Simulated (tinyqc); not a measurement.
ROHF in the sto-3g basis, for H4, spin multiplicity 3, step by step. One step of it, computed by the program tinyqc.

Task: Iteration 1: building the Fock matrix. J_ij = sum D_kl (ij|kl) with D = D(alpha) + D(beta), K_ij = sum D_kl (ik|jl) for each spin; F = H + J - K(s); E = tr D H + tr D J / 2 - 0.5 sum_s tr D(s) K(s) + E_nn.

D(alpha) at the start, lower triangle:
```
           1H 1s      2H 1s      3H 1s     4H 1s
1H 1s   0.992005
2H 1s  -0.377097   0.992005
3H 1s   0.639565  -0.729537   0.992005
4H 1s  -0.729537   0.639565  -0.377097  0.992005
```

D(beta) at the start, lower triangle:
```
          1H 1s     2H 1s     3H 1s     4H 1s
1H 1s  0.131234
2H 1s  0.131234  0.131234
3H 1s  0.131234  0.131234  0.131234
4H 1s  0.131234  0.131234  0.131234  0.131234
```

core Hamiltonian H = T + V (hartree), lower triangle:
```
           1H 1s      2H 1s      3H 1s      4H 1s
1H 1s  -1.654828
2H 1s  -1.319329  -1.654828
3H 1s  -0.278323  -0.231564  -1.654828
4H 1s  -0.231564  -0.278323  -1.319329  -1.654828
```

Two-electron integrals (ij|kl) in chemists' order, unique and non-zero (hartree):
```
(11|11) 0.774606   (21|11) 0.446303   (21|21) 0.299584   (22|11) 0.571124
(22|21) 0.446303   (22|22) 0.774606   (31|11) 0.064574   (31|21) 0.039906
(31|22) 0.054822   (31|31) 0.009532   (32|11) 0.047690   (32|21) 0.032727
(32|22) 0.049845   (32|31) 0.007236   (32|32) 0.005964   (33|11) 0.273948
(33|21) 0.177489   (33|22) 0.256263   (33|31) 0.064574   (33|32) 0.049845
(33|33) 0.774606   (41|11) 0.049845   (41|21) 0.032727   (41|22) 0.047690
(41|31) 0.007236   (41|32) 0.005905   (41|33) 0.047690   (41|41) 0.005964
(42|11) 0.054822   (42|21) 0.039906   (42|22) 0.064574   (42|31) 0.008179
(42|32) 0.007236   (42|33) 0.054822   (42|41) 0.007236   (42|42) 0.009532
(43|11) 0.177489   (43|21) 0.118958   (43|22) 0.177489   (43|31) 0.039906
(43|32) 0.032727   (43|33) 0.446303   (43|41) 0.032727   (43|42) 0.039906
(43|43) 0.299584   (44|11) 0.256263   (44|21) 0.177489   (44|22) 0.273948
(44|31) 0.054822   (44|32) 0.047690   (44|33) 0.571124   (44|41) 0.049845
(44|42) 0.064574   (44|43) 0.446303   (44|44) 0.774606
```

nuclear repulsion = 2.50031254 hartree

Give: Coulomb J; exchange K(alpha); exchange K(beta); F(alpha); F(beta); total energy of this density.

Result:

Coulomb J (hartree), lower triangle:
```
        1H 1s   2H 1s   3H 1s   4H 1s
1H 1s  1.8677
2H 1s  1.2402  1.8677
3H 1s  0.2390  0.1950  1.8677
4H 1s  0.1950  0.2390  1.2402  1.8677
```

exchange K(alpha) (hartree), lower triangle:
```
        1H 1s   2H 1s   3H 1s   4H 1s
1H 1s  0.7324
2H 1s  0.5505  0.7324
3H 1s  0.1186  0.0643  0.7324
4H 1s  0.0643  0.1186  0.5505  0.7324
```

exchange K(beta) (hartree), lower triangle:
```
        1H 1s   2H 1s   3H 1s   4H 1s
1H 1s  0.3111
2H 1s  0.2811  0.3111
3H 1s  0.1506  0.1461  0.3111
4H 1s  0.1461  0.1506  0.2811  0.3111
```

F(alpha) (hartree), lower triangle:
```
         1H 1s    2H 1s    3H 1s    4H 1s
1H 1s  -0.5195
2H 1s  -0.6296  -0.5195
3H 1s  -0.1580  -0.1008  -0.5195
4H 1s  -0.1008  -0.1580  -0.6296  -0.5195
```

F(beta) (hartree), lower triangle:
```
         1H 1s    2H 1s    3H 1s    4H 1s
1H 1s  -0.0982
2H 1s  -0.3602  -0.0982
3H 1s  -0.1900  -0.1826  -0.0982
4H 1s  -0.1826  -0.1900  -0.3602  -0.0982
```

total energy of this density = -1.549470 hartree
